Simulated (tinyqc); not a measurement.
Random telegraph noise from one oxide trap in a small MOSFET: one step of the calculation.

An acceptor-like trap exchanges electrons with the channel. Inversion charge Q = Cox u, u = n Vt W0(exp((Vg - VT)/(n Vt))), W0 the Lambert function, n = nf, Cox = eps0 eox/tox; linear regime Id = (W/L) mu Q Vd. Relative to threshold the surface potential rises by Vt ln(u/u0) and the oxide voltage by the rest of Vg - VT, with u0 = n Vt W0(1).

Task. Step height. A = W L; threshold step dV = q (1 - xt/tox)/(Cox A); gm/Id = 1/(u + n Vt); relative step dI/I = (gm/Id) dV + asc mu/A. Id as defined.

Values chosen for this exercise; values of the order met in silicon transistors:
- T = 350 K (temperature)
- eox = 25.3 (relative permittivity of the gate insulator (close to zirconium oxide))
- tox = 6.3 nm (insulator thickness)
- xt = 0.76 nm (depth of the trap from the channel interface)
- nf = 1.33 (body factor)
- W = 87 nm (gate width)
- L = 29 nm (gate length)
- mu = 230 cm^2/(V s) (mobility)
- asc = 3.9e-16 V s (scattering coefficient of the charged trap)
- Vd = 0.02 V (drain voltage)

Constants: q = 1.602176634e-19 C, kB = 1.380649e-23 J/K, Vt = kB T/q, eps0 = 8.8541878128e-14 F/cm where lengths are in cm. Results are converted to the units shown.

u = 0.019315491 V
N = 4.2867095e11 cm^-2

Wanted: electrons in the channel N A; dV; gm/Id; number part of dI/I; dI/I; Id; dI.

Result.

electrons in the channel N A = 10.82
dV = 1.570 mV
gm/Id = 16.83 1/V
number part of dI/I = 2.643 %
dI/I = 2.998 %
Id = 0.9478 uA
dI = 28.42 nA

Range of the model: VT is taken as given; short-channel effects and the uneven flow of current among few electrons are left out.

Numbers from tinyqc (`OMP_NUM_THREADS=1 python tinyqc.py 2710137 2710138 out.jsonl`; about 0.01 s on one thread of a shared Intel Xeon 2.30GHz).
